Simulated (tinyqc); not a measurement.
MOS capacitor with interface traps: C-V stretch-out, conductance peak and subthreshold swing: one step, computed by the program tinyqc. Command: `OMP_NUM_THREADS=1 python tinyqc.py 3002359 3002360 out.jsonl mostraps walk`. One thread of a shared host (Intel(R) Xeon(R) Processor @ 2.30GHz), about 0.01 s of CPU time with the checks.

Energies at the interface are counted from the valence band. psi > 0 means bending towards depletion, so the surface potential is -psi. Boltzmann statistics, full ionisation, no quantum confinement. Traps are neutral when filled up to E_n, with a sharp (zero-temperature) occupation.

Question. Charges at the given band bending. With u = psi/k_B T and r = (n_i/N)^2: F = sqrt(exp(-u) + u - 1 + r (exp(u) - u - 1)); Q_s = +sign(u) sqrt(2) eps_s eps_0 (k_B T/e) F/L_D; C_s = (eps_s eps_0/(sqrt(2) L_D)) |1 - exp(-u) + r (exp(u) - 1)|/F; at high frequency, below strong inversion, the terms in r are dropped. D(E) = D_0 + D_1 [exp(-E/w) + exp(-(E_g - E)/w)]. E_F at the interface is E_s = E_F - psi; Q_it = -e int from E_n to E_s of D(E) dE; C_it = e D(E_s) (per volt); V_G = phi_ms - psi - (Q_s + Q_it + e N_f)/C_ox.

Inputs (values chosen for the exercise, for a model semiconductor):

| quantity | value | unit |
|---|---|---|
| gap E_g | 3.55 | eV |
| dielectric constant eps_s | 8.85 | - |
| doping N | 1.9e+15 | cm^-3 |
| work-function difference phi_ms | 0.65 | V |
| fixed charge N_f | -1.7e+11 | cm^-2 |
| trap density D_0 | 1.7e+12 | cm^-2 eV^-1 |
| neutrality level E_n | 1.22 | eV |
| band bending towards depletion psi | 0.57 | V |
| temperature T | 350 | K |
| edge density D_1 | 9.3e+13 | cm^-2 eV^-1 |
| tail width w | 0.06 | eV |

Substrate: n-type. Trap spectrum: U-shaped.

k_B T = 0.03016067 eV

n_i = 1.571832e-06 cm^-3

Debye length L_D = 88.11188 nm

bulk E_F = 3.261370 eV

C_ox = 0.2869562 microF/cm^2

Constants: eps_0 = 8.8541878128e-12 F/m; e = 1.602176634e-19 C.

Give: E_s; Q_s; C_s; C_s at high frequency; D(E_s); Q_it; C_it; gate voltage V_G.

Answer.

E_s = 2.691 eV

Q_s = 0.01605 microC/cm^2

C_s = 0.01486 microF/cm^2

C_s at high frequency = 0.01486 microF/cm^2

D(E_s) = 1.700e+12 cm^-2 eV^-1

Q_it = -0.4008 microC/cm^2

C_it = 0.2724 microF/cm^2

gate voltage V_G = 1.516 V

The traps hold negative charge because E_s lies above E_n. Caution: traps deeper than about 24 k_B T and minority carriers reach equilibrium slowly or not at all, so the charges here are limits for very slow sweeps.
